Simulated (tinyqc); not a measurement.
Schottky emission and Poole-Frenkel conduction in an insulator, and how to tell them apart: two steps of the calculation.

Schottky emission (electrode-limited): J = As T^2 exp[-(pb - b sqrt(F))/Vt], b = sqrt(q/(4 pi eps0 ei)). Poole-Frenkel emission (bulk-limited): J = s0 F exp[-(pt - 2 b sqrt(F))/Vt]. F in V/cm.

Inputs (values chosen for the exercise); dielectric values close to those of hafnium oxide: temperature T = 300 K; high-frequency relative permittivity ei = 4.18; static relative permittivity es = 21.8; trap depth pt = 0.72 eV; Poole-Frenkel prefactor s0 = 0.12 S/cm; electrode barrier pb = 0.82 eV; Richardson constant As = 46 A/(cm^2 K^2); field F = 2 MV/cm.

Constants: q = 1.602176634e-19 C, kB = 1.380649e-23 J/K, Vt = kB T/q, eps0 = 8.8541878128e-14 F/cm where lengths are in cm. Results are converted to the units shown.

Task 1. Both currents at one field. Lowerings b sqrt(F) and 2 b sqrt(F); the image-force maximum lies at sqrt(q/(16 pi eps0 ei F)) from the electrode.

Find: Schottky lowering; position of the barrier top; Poole-Frenkel lowering; J, Schottky; J, Poole-Frenkel.

Result 1.

Schottky lowering = 262.5 meV
position of the barrier top = 0.6562 nm
Poole-Frenkel lowering = 525.0 meV
J, Schottky = 0.001783 A/cm^2
J, Poole-Frenkel = 127.0 A/cm^2

Injection and bulk transport act in series, so the smaller capacity limits the current: here the electrode, by a factor of 71200.

Task 2. Which mechanism made these data. The data come from another sample of the same dielectric, in which one mechanism alone limits the current. Fit straight lines by least squares: ln J on sqrt(F) (Schottky plot, slope b/Vt) and ln(J/F) on sqrt(F) (Poole-Frenkel plot, slope 2 b/Vt), F in V/cm, and read a permittivity from each slope. The right mechanism gives a value near ei, and in any case between ei and es.

```
point  F (MV/cm)  J (A/cm^2)
0           0.53   0.0006725
1           0.93     0.03514
2           1.32      0.7059
3           1.72       9.495
4           2.12       93.24
```

Give: slope of the Schottky plot; permittivity read as Schottky; slope of the Poole-Frenkel plot; permittivity read as Poole-Frenkel.

Result 2.

slope of the Schottky plot = 0.016257 (cm/V)^0.5
permittivity read as Schottky = 0.81527
slope of the Poole-Frenkel plot = 0.014359 (cm/V)^0.5
permittivity read as Poole-Frenkel = 4.1801

Both plots are nearly straight, so straightness decides nothing. Read as Poole-Frenkel the data give 4.18, which matches ei = 4.18; read as Schottky they give 0.815, below 1 and impossible. The data are Poole-Frenkel.

tinyqc, about 0.01 s, one thread, Intel Xeon 2.30GHz (shared host): `OMP_NUM_THREADS=1 python tinyqc.py 2370099 2370100 out.jsonl`
